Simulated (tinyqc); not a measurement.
# Off-state leakage of single and stacked transistors: what changes with what

n-channel devices of unit width. Subthreshold current I(Vg, Vs, Vd) = I0 (T/300 K)^0.5 exp[(Vg - Vs - VT(T) - gb (Vs - Vb) + dd (Vd - Vs))/(nf Vt)] (1 - exp(-(Vd - Vs)/Vt)), VT(T) = VT - cT (T - 300 K). Gate-edge tunnelling Ig (Vd/1 V) exp(ag (Vd - 1 V)), for a gate at 0 V, and band-to-band leakage Ab u exp(-Bb/u), u = Vd - Vb + 1 V, flow at a drain held at V; both are taken as independent of T. In a stack of off transistors (all gates at 0 V) the same subthreshold current passes through each.

Values chosen for this exercise; values of the order met in bulk silicon logic transistors:
- T = 358 K (temperature)
- V = 0.9 V (supply voltage)
- VT = 0.39 V (threshold at 300 K, zero drain and body bias)
- cT = 0.6 mV/K (fall of the threshold with temperature)
- I0 = 0.13 uA/um (current at threshold at 300 K)
- nf = 1.23 (slope factor)
- dd = 0.13 (drain-induced lowering per volt)
- gb = 0.24 (rise of the threshold per volt of source-body bias)
- Ig = 1e-6 uA/um (gate-edge tunnelling current at 1 V)
- ag = 4.9 1/V (exponential slope of the gate current)
- Ab = 20 uA/(um V) (prefactor of band-to-band leakage at the drain)
- Bb = 29 V (its exponential voltage)
- Vb = 0 V (body voltage)

Constants: q = 1.602176634e-19 C, kB = 1.380649e-23 J/K, Vt = kB T/q. Results are converted to the units shown.

Each table varies one quantity; the others keep the values above.

## Subthreshold current against the height of the stack

All n gates at 0 V, bottom source at 0 V, top drain at V; node voltages follow from equal currents.

Subthreshold current against the height of the stack:
columns A: n; B: I (nA/um); C: reduction factor; D: drain voltage of the bottom device (mV); E: source voltage of the top device (mV); F: voltage across the top device (V)
```
A         B      C      D      E       F
1    0.2667  1.000  900.0      0  0.9000
2   0.01487  17.94  79.97  79.97  0.8200
3  0.006939  38.44  22.96  101.1  0.7989
4  0.004478  59.56  13.30  113.2  0.7868
5  0.003295  80.95  9.339  121.7  0.7783
6  0.002603  102.5  7.189  128.2  0.7718
```

The second transistor cuts the current by a factor of 17.9, the third by a further 2.14 and the sixth by 1.27. The top device keeps 85.8 % of the supply at n = 6, while the drain voltage of the bottom one falls to 0.233 Vt.

## Leakage components against the threshold

Same model as above.

One transistor with Vg = Vs = 0, Vd = V; stack factor I(one)/I(two in series).

The same in every row: gate edge (nA/um) = 5.5136e-4; band-to-band (nA/um) = 0.0089347; stack factor = 17.943.

Leakage components against the threshold:
```
VT (V)  subthreshold (nA/um)  total (nA/um)  largest part
0.15                  148.91         148.92  subthreshold
0.2                   39.872         39.881  subthreshold
0.25                  10.676         10.685  subthreshold
0.3                   2.8586         2.8680  subthreshold
0.35                 0.76540        0.77488  subthreshold
0.4                  0.20494        0.21443  subthreshold
0.45                0.054874       0.064360  subthreshold
0.5                 0.014693       0.024179  subthreshold
0.55               0.0039341       0.013420  band-to-band
0.6                0.0010534       0.010539  band-to-band
```

As VT goes from 0.15 to 0.6, the total leakage falls from 149 to 0.0105 nA/um. The subthreshold part leads at VT = 0.15, the band-to-band part from 0.55 on. The reduction by a stack of two stays at 17.9, for the subthreshold part alone. For VT = 0.15, 0.2, 0.25 the gate is within about 3 nf Vt of threshold, where the exponential law overstates the current.

tinyqc, about 0.03 s, one thread, Intel Xeon 2.30GHz (shared host): `OMP_NUM_THREADS=1 python tinyqc.py 2242155 2242156 out.jsonl`
